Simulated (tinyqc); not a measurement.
Plane-wave Kohn-Sham cycle with exchange-only LDA in a layered model solid, step by step. One step of it, computed by the program tinyqc.

Question. Iteration 1: Hamiltonian at one k. H(m,m') = (k + G_m)^2/2 delta + V(G_m - G_m'), with V(-G) = V(G).

A solid whose potential varies along x alone (atomic units):
```
parameter,value
period a,16.200000
cross-section of the cell,34.000000
electrons per cell,4
grid points,16
"plane waves -n..n, n",2
k points,1
V1 in V1 cos(2 pi x/a),-0.240000
```

V(G_m), m = 0, 1, 2, ... (hartree): -0.190698  -0.120000  0.000000  0.000000  0.000000

k = 0.000000 2 pi / a

Give: H.

Answer.

H (hartree), lower triangle:
```
,-2,-1,+0,+1,+2
-2,0.110
-1,-0.120,-0.115
+0,0.000,-0.120,-0.191
+1,0.000,0.000,-0.120,-0.115
+2,0.000,0.000,0.000,-0.120,0.110
```
